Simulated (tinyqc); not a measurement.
## Via and link resistance from two via chains

Problem. A chain of 5000 vias joined by 5000 metal links has R = 5000 (Rv + Rlink), with Rlink proportional to the link length. Find Rv, Rlink for length L, and the value of Rv that the short chain would give if the links were ignored.

resistance of chains of 5000 links with link lengths L and 3 L (ohm): [1.03e5, 2.33e5]

Solution. R per link is a straight line in the link length; its intercept at zero length is Rv.

Rv = 7.60 ohm
Rlink = 13.0 ohm
Rv without correction = 20.6 ohm

tinyqc, about 0.01 s, one thread, Intel Xeon 2.30GHz (shared host): `OMP_NUM_THREADS=1 python tinyqc.py 2750057 2750058 out.jsonl`
